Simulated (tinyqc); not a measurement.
Carrier lifetime from Shockley-Read-Hall, radiative, Auger and surface recombination: one step, computed by the program tinyqc. Command: `OMP_NUM_THREADS=1 python tinyqc.py 3005013 3005014 out.jsonl lifetime walk`. One thread of a shared host (Intel(R) Xeon(R) Processor @ 2.30GHz), about 0.02 s of CPU time with the checks.

Energies are counted from the top of the valence band. Boltzmann statistics, full ionisation, and equal excess densities of electrons and holes.

Task: Lifetimes at the given injection. With n = n_0 + dn, p = p_0 + dn and U/dn = 1/tau: (n p - n_i^2)/dn = n_0 + p_0 + dn = s; 1/tau_SRH = s/[tau_p0 (n + n1) + tau_n0 (p + p1)]; 1/tau_rad = B s; 1/tau_Aug = (C_n n + C_p p) s; the rates add, with 1/tau_s. Radiative efficiency = tau_eff/tau_rad; effective diffusion length = sqrt(D tau_eff).

Inputs (values chosen for the exercise, with bands modelled on ZnO):
```
quantity,value,unit
temperature T,300,K
radiative coefficient B,1.7e-10,cm^3/s
Auger coefficient C_n,5.8e-32,cm^6/s
Auger coefficient C_p,5.9e-32,cm^6/s
excess density dn,4e+13,cm^-3
diffusion coefficient D,5.5,cm^2/s
```

Doping: n-type. Surface term: two equal surfaces.

n_0 = 1.20e+16 cm^-3

p_0 = 2.560527e-36 cm^-3

tau_p0 = 5.719358e-06 s

n1 = 4.352997e+10 cm^-3

tau_n0 = 5.830190e-06 s

p1 = 7.058661e-31 cm^-3

tau_s = 6.477765e-05 s

Give: tau_SRH at dn; tau_rad at dn; tau_Aug at dn; effective lifetime at dn; radiative efficiency at dn; effective diffusion length at dn.

Result:

tau_SRH at dn = 5.739e-06 s

tau_rad at dn = 4.886e-07 s

tau_Aug at dn = 0.1185 s

effective lifetime at dn = 4.471e-07 s

radiative efficiency at dn = 0.9152

effective diffusion length at dn = 15.68 micrometre
